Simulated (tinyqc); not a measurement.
MOSFET with velocity saturation and source resistance: one step of the calculation.

Strong inversion, charge Q = Cox (Vg - m V) at channel potential V with Vg the gate overdrive, and drift velocity v = mu E/(1 + mu E/vsat). Integrating along the channel gives I = mu Cox (1/L)(Vg Vd - m Vd^2/2)/(1 + Vd/Vc) per width, Vc = vsat L/mu, which peaks at Vdsat. Units: I in uA/um, Rs in ohm um, so the drop over Rs is 1e-6 I Rs volts.

Problem. Saturation current with source resistance. Vg = Vgs - I Rs - VT (0 if negative), mu = mu0/(1 + th Vg), Vc = vsat L/mu, x = sqrt(1 + 2 Vg/(m Vc)), Vdsat = 2 Vg/(m (1 + x)), Isat = Cox vsat Vg (x - 1)/(x + 1) per width. I(new) = Isat.

Values chosen for this exercise:

| symbol | value | unit | meaning |
|---|---|---|---|
| Cox | 0.86 | uF/cm^2 | gate capacitance |
| mu0 | 420 | cm^2/(V s) | mobility at low gate voltage |
| th | 0.4 | 1/V | mobility degradation |
| vsat | 9.8e6 | cm/s | saturation velocity |
| m | 1.27 |  | body factor |
| VT | 0.4 | V | threshold |
| L | 0.05 | um | channel length |
| Rs | 100 | ohm um | source resistance |
| Vgs | 1.2 | V | gate voltage |

I at the start = 0 uA/um

Find: Vg; mu; Vc; Vdsat; Isat; I after iteration 1.

Solution.

Vg = 0.8000 V
mu = 318.2 cm^2/(V s)
Vc = 0.1540 V
Vdsat = 0.3126 V
Isat = 339.6 uA/um
I after iteration 1 = 339.6 uA/um

Range of the model: At this length velocity overshoot and near-ballistic transport, left out here, matter.

tinyqc, about 0.01 s, one thread, Intel Xeon 2.30GHz (shared host): `OMP_NUM_THREADS=1 python tinyqc.py 2500027 2500028 out.jsonl`
